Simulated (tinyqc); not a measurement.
## Internal photoemission over an interface barrier: threshold and yield against field

Electrons are excited from a metal over the barrier Phi(F) = P0 - sqrt(q F/(4 pi eps0 ei)), whose top lies at xm = sqrt(q/(16 pi eps0 ei F)). The yield is Y = A (hv - Phi)^p exp(-xm/l), with A = 1 here.

The yield is taken at hv = 2.21 eV.

Parameters, values chosen for the exercise; dielectric values close to those of silicon nitride:
```
symbol,value,unit,meaning
P0,1.91,eV,barrier at zero field
ei,4.31,,image-force permittivity
p,2,,exponent of the yield
l,4,nm,scattering length in the image well
```

Constants: q = 1.602176634e-19 C, eps0 = 8.8541878128e-14 F/cm where lengths are in cm. Results are converted to the units shown.

Result of one run:
```
sqrt(F) ((MV/cm)^0.5)  Phi (eV)  xm (nm)        Y
1.0954                   1.7098  0.83429  0.20312
```

Which field in the dielectric F gave this result: 0.35, 1.2, 2.1 or 3.9 MV/cm?

F = 1.2 MV/cm.

The whole series:
```
F (MV/cm)  sqrt(F) ((MV/cm)^0.5)  Phi (eV)  xm (nm)         Y
0.1                      0.31623    1.8522   2.8901  0.062158
0.19                     0.43589    1.8303   2.0967  0.085345
0.35                     0.59161    1.8019   1.5448   0.11321
0.64                     0.80000    1.7638   1.1424   0.14965
1.2                       1.0954    1.7098  0.83429   0.20312
2.1                       1.4491    1.6451  0.63066   0.27254
3.9                       1.9748    1.5490  0.46278   0.38915
7.2                       2.6833    1.4195  0.34060   0.57383
```

Phi is linear in sqrt(F) with slope -0.183 eV and intercept P0 = 1.91 eV. The yield grows by a factor of 9.23, of which 1.89 comes from less scattering, as xm shrinks from 2.89 to 0.341 nm, and the rest from the lower barrier. For F = 7.2 xm is within about two atomic layers of the interface, where the classical image potential fails.

tinyqc, about 0.01 s, one thread, Intel Xeon 2.30GHz (shared host): `OMP_NUM_THREADS=1 python tinyqc.py 2410039 2410040 out.jsonl`
